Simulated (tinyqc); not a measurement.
What each parameter does: metal-induced gap states at the contact of a metal chain and a two-band chain.

The semiconductor alternates sites A at -Eg/2 and C at +Eg/2 with hopping -t; the gap runs from -Eg/2 to Eg/2. In the gap cosh(q a) = 1 + (Eg^2/4 - E^2)/(2 t^2) and the amplitude changes by -exp(-q a) a period. The metal has site energy 0 and hopping -tm; its end site has g_m = (E - i sqrt(4 tm^2 - E^2))/(2 tm^2). Sites 1, 2, ... count into the semiconductor, with energies e1, e2 alternating. The clean half chain has g1 = 1/(E - e1 - t^2 g2), g2 = 1/(E - e2 - t^2 g1), decaying root. With the contact G11 = 1/(1/g1 - tc^2 g_m), and the density on site j is -Im G_jj/pi = |psi_j/psi_1|^2 (-Im G11/pi), per spin, with psi_2/psi_1 = -t g2, psi_3/psi_2 = -t g1.

Constants: e^2/(4 pi eps0) = 14.39964547 eV angstrom.

Values chosen for the exercise (gap and optical dielectric constant near those of SiC; the chain itself is a model; the results hold for these values, not for the real material):
- Eg = 3.38 eV (gap)
- t = 2.79 eV (hopping in the semiconductor)
- tm = 1.84 eV (hopping in the metal)
- tc = 2.65 eV (hopping across the contact)
- end = C (site that touches the metal)
- a = 3.08 angstrom (period (two sites); one chain for each area a^2)
- eps = 6.8 (dielectric constant)
- E = -0.67 eV (energy from mid-gap)

xi = 1/(2q), summed density, and S = 1/(1 + 4 pi e^2 N xi/eps), N = 2 (summed density)/a^2.

One parameter was then changed.

Results before and after:

| case | xi (angstrom) | summed density (1/eV) | S |
|---|---|---|---|
| base | 2.804 | 0.11018 | 0.3658 |
| changed | 2.804 | 0.09430 | 0.4027 |

Which of these changes was made? (a) Eg = 3.718 eV; (b) t = 3.069 eV; (c) tm = 2.024 eV; (d) eps = 7.48; (e) end = A; (f) tc = 2.915 eV.

Answer: (e) end = A. Of the candidates, run in turn, only this one gives the changed row.

All candidates:

| case | xi (angstrom) | summed density (1/eV) | S |
|---|---|---|---|
| base | 2.804 | 0.11018 | 0.3658 |
| Eg = 3.718 eV | 2.517 | 0.09739 | 0.4210 |
| t = 3.069 eV | 3.078 | 0.10763 | 0.3498 |
| tm = 2.024 eV | 2.804 | 0.10368 | 0.3801 |
| tc = 2.915 eV | 2.804 | 0.11746 | 0.3511 |
| eps = 7.48 | 2.804 | 0.11018 | 0.3882 |
| end = A | 2.804 | 0.09430 | 0.4027 |

The decay length belongs to the semiconductor alone; the metal and the contact set only the amplitude.

(tinyqc, `OMP_NUM_THREADS=1 python tinyqc.py 1451739 1451740 out.jsonl`, Intel(R) Xeon(R) Processor @ 2.30GHz, 1 thread, shared host, about 0.01 s.)
